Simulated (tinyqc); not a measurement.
Geometry relaxation of a small cluster: one step, computed by the program tinyqc.

E = sum_(i<j) phi(r_ij), phi(r) = eps [exp(-2 alpha (r - r0)) - 2 exp(-alpha (r - r0))]; the force on i is -sum_j phi'(r_ij) (R_i - R_j)/r_ij.

Problem. The first two steps. Conjugate gradient (Polak-Ribiere): d = F + beta d(old), beta = max(0, F.(F - F(old))/|F(old)|^2), d = F at first; step length from one secant, s = eta (F.d)/(F.d - F(R + eta d).d), replaced by eta if that is not positive; R(new) = R + s d. No atom moves more than 0.3 angstrom a step (the whole step is scaled). Stop when the largest force component is below 1e-5 eV/angstrom.

Inputs (values chosen for the exercise, for model atoms): length r0 = 2.56 angstrom; well depth eps = 0.53 eV; stiffness alpha = 1.72 1/angstrom; step factor eta = 0.073 angstrom^2/eV.

Potential: Morse. Method: conjugate gradient.

starting positions (angstrom), rows atom 1, atom 2, atom 3, atom 4, columns x, y, z:
```
[[-0.05, -0.22, -0.08],
 [2.64, -0.08, 0.18],
 [1.21, 2.18, -0.25],
 [1.45, 0.6, 2.11]]
```

Give: positions after step 1; energy after step 1; positions after step 2; energy after step 2.

Solution.

positions after step 1 (angstrom), rows atom 1, atom 2, atom 3, atom 4, columns x, y, z:
```
[[0.060, -0.151, -0.028],
 [2.643, -0.086, 0.035],
 [1.219, 2.051, -0.180],
 [1.328, 0.667, 2.134]]
```

energy after step 1 = -3.138 eV

positions after step 2 (angstrom), rows atom 1, atom 2, atom 3, atom 4, columns x, y, z:
```
[[0.080, -0.169, 0.005],
 [2.621, -0.077, 0.028],
 [1.244, 2.040, -0.133],
 [1.305, 0.685, 2.060]]
```

energy after step 2 = -3.170 eV
